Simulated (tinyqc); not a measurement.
Programming of a floating-gate cell by Fowler-Nordheim tunnelling: one step of the calculation.

Per tunnel area the floating gate has Ctun = 3.9 eps0/tox to the channel (0 V) and Ccg to the control gate, Ct = Ctun/(1 - ag), no other coupling. With the threshold shift U = -Q/Ccg the field is F = ag (Vg - U)/tox, and dU/dt = J/Ccg. Fowler-Nordheim: J = A F^2 exp(-B/F), A = q^2/(16 pi^2 hbar mo phi) (times 1e14 for A/cm^2 with F in V/nm, emitter mass m0), B = (4/3) sqrt(mo/C) phi^1.5, C = hbar^2/(2 m0).

Problem. Constants of the cell. A, B, Ccg = ag Ct, the starting field and current, K = A B ag/(Ccg tox), and the knee time t0 = exp(B/F(0))/K.

Parameters, values chosen for the exercise; oxide values close to those of silicon dioxide:
```
symbol,value,unit,meaning
phi,3.01,eV,tunnel barrier
mo,0.5,m0,tunnelling mass
tox,7.7,nm,tunnel oxide thickness
ag,0.72,,coupling ratio Ccg/Ct
ar,4900,nm^2,tunnel area
Vt0,-1.7,V,threshold shift at the start
Vg,11.4,V,control-gate voltage
```

Constants: q = 1.602176634e-19 C, hbar = 1.054571817e-34 J s, m0 = 9.1093837015e-31 kg, eps0 = 8.8541878128e-14 F/cm where lengths are in cm, hbar^2/(2 m0) = 0.0380998212 eV nm^2. Results are converted to the units shown.

Give: A; B; Ccg; F(0); J(0); K; t0; electrons for 1 V of shift.

Solution.

A = 1.024e8 A cm^-2 (V/nm)^-2
B = 25.22 V/nm
Ccg = 1.153 uF/cm^2
F(0) = 1.225 V/nm
J(0) = 0.1752 A/cm^2
K = 2.095e14 1/s
t0 = 4.187 us
electrons for 1 V of shift = 352.7

Range of the model: Programming fields of 10 MV/cm and more wear the oxide; trapping and the channel potential are ignored.

Program tinyqc, `OMP_NUM_THREADS=1 python tinyqc.py 2130029 2130030 out.jsonl`; Intel Xeon 2.30GHz, shared host, one thread, about 0.01 s.
